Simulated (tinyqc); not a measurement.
Occupation against the Fermi level: defect-molecule model of a vacancy with Jahn-Teller distortion.

Four dangling hybrids a, b, c, d point into the vacancy: H_ii = E0, and -gm between any two. A tetragonal distortion Q pairs a with b and c with d: those two couplings become -gm - I Q and the other four -gm + I Q/2, at an elastic cost k Q^2/2. The a1 level holds two electrons; charge states 2+, + and 0 put n = 0, 1, 2 more into the lowest level of t2 origin. Energy from the 2+ state at Q = 0, with the Fermi level mu counted from Ev: W_n(Q) = n (et - 2 I Q) + k Q^2/2 + Uc n (n - 1)/2 - n mu. et = E0 + gm is the undistorted t2 level.

Constants: kB = 8.617333262e-05 eV/K.

Inputs chosen for the exercise (of the size used for the vacancy in silicon; the results hold for these values, not for the real material):

| symbol | value | unit | meaning |
|---|---|---|---|
| E0 | 0 | eV | level of a dangling hybrid, from Ev |
| gm | 0.35 | eV | coupling between two dangling hybrids |
| I | 1.18 | eV/angstrom | Jahn-Teller coupling |
| k | 17.3 | eV/angstrom^2 | force constant of the mode |
| Uc | 0.24 | eV | repulsion of two electrons in one orbital |
| T | 77 | K | temperature |
| mu1 | 0.03 | eV | first Fermi level |

Weights g_n exp(-W_n/kT) with W_n = n et - n^2 E_JT + Uc n (n - 1)/2 - n mu, E_JT = 2 I^2/k, degeneracies 1, 6 (spin and three axes) and 3; mu = mu1 + 0.03 j eV.

Shares:

| mu (eV) | 2+ | + | 0 | mean charge |
|---|---|---|---|---|
| 0.03 | 1.0000 | 0.0000 | 0.0000 | 2.0000 |
| 0.06 | 1.0000 | 0.0000 | 0.0000 | 2.0000 |
| 0.09 | 1.0000 | 0.0000 | 0.0000 | 2.0000 |
| 0.12 | 0.9992 | 0.0002 | 0.0006 | 1.9985 |
| 0.15 | 0.1562 | 0.0026 | 0.8412 | 0.3149 |
| 0.18 | 0.0000 | 0.0000 | 0.9999 | 0.0001 |
| 0.21 | 0.0000 | 0.0000 | 1.0000 | 0.0000 |
| 0.24 | 0.0000 | 0.0000 | 1.0000 | 0.0000 |
| 0.27 | 0.0000 | 0.0000 | 1.0000 | 0.0000 |

What can be read from this table?

U_eff = Uc - 2 E_JT = -0.082 eV and kT = 6.6 meV. The + state reaches at most 0.261 % on these rows, at mu = 0.15 eV. It is the only paramagnetic state, so such a defect shows little spin resonance in the dark. The mean charge goes from 2.00 to 0.00.

Run: tinyqc, `OMP_NUM_THREADS=1 python tinyqc.py 1452293 1452294 out.jsonl`; Intel(R) Xeon(R) Processor @ 2.30GHz, one thread, shared host; about 0.01 s of CPU time with all checks.
